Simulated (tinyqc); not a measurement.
Inside a calculation: deep level as a short-range spherical well. Values are carried at full precision from step to step, so a last printed digit may differ when a step is redone from the rounded ones.

A spherical well of radius R and depth V0 below the conduction edge, one mass m, c = hbar^2/2m0. The s level at binding Et solves k cot(k R) = -kappa with k = sqrt(m (V0 - Et)/c), kappa = sqrt(m Et/c); it exists for V0 > Vc = c (pi/2R)^2/m. Outside, psi falls as exp(-kappa r)/r.

Constants: hbar^2/2m0 = 3.80998211 eV angstrom^2; fine-structure constant alpha = 0.007297352564; hc = 1239.841984 eV nm; kB = 8.617333262e-05 eV/K; hbar = 6.58211957e-16 eV s.

Parameters, chosen for this exercise (near those of InP; not measured data):
- R = 3.7 angstrom (radius of the well)
- V0 = 11.98 eV (depth of the well)
- m = 0.078 m0 (mass)
- n_r = 3.13 (refractive index)
- gv = 1 (valleys)
- sn = 0.57 x 1e-16 cm^2 (capture cross-section)
- T = 250 K (temperature)

## The bound level

Solve for Et; the share outside is [sin^2(kR)/(2 kappa)]/[sin^2(kR)/(2 kappa) + R/2 - sin(2kR)/(4k)].

Et = 0.5612 eV
k = 0.4835 1/angstrom
kappa = 0.1072 1/angstrom
share outside = 0.682
Vc = 8.804 eV

The well is 1.36 times the critical depth. Since dEt/dV0 equals the share inside, 0.32, a 1 % change of V0 moves Et by 6.8 %. The decay length is 9.3 angstrom, 2.5 times R.

## Peak of the photo-ionisation cross-section

Lucovsky model (delta well, plane-wave final states, no local-field factor): sigma = (32 pi alpha c/(3 n_r m Et)) (x - 1)^(3/2)/x^3, x = h nu/Et, c = hbar^2/2m0; 1 angstrom^2 = 1e-16 cm^2.

The maximum lies at x = 2. Give the photon energy, its wavelength and sigma there.

h nu = 1.122 eV
wavelength = 1105 nm
sigma = 85.0 x 1e-18 cm^2

With 68 % of the state outside the well the delta-well form is a fair model.

## Thermal emission

Thermal emission e = sn v Nc exp(-Et/kB T), v = sqrt(6 c kB T/m)/hbar, Nc = 2 gv (m kB T/(4 pi c))^(3/2), c = hbar^2/2m0, one mass for both, degeneracy ratio 1; 1 angstrom = 1e-8 cm.

Give v, Nc, e and 1/e.

v = 3.818 x 1e7 cm/s
Nc = 0.4159 x 1e18/cm^3
e = 0.00441 1/s
1/e = 227 s

## Checks

- Et from the radial equation on a grid against the matching condition, eV: both 0.56.

Run: tinyqc, `OMP_NUM_THREADS=1 python tinyqc.py 1250983 1250984 out.jsonl`; Intel(R) Xeon(R) Processor @ 2.30GHz, one thread, shared host; about 0.01 s of CPU time with all checks.
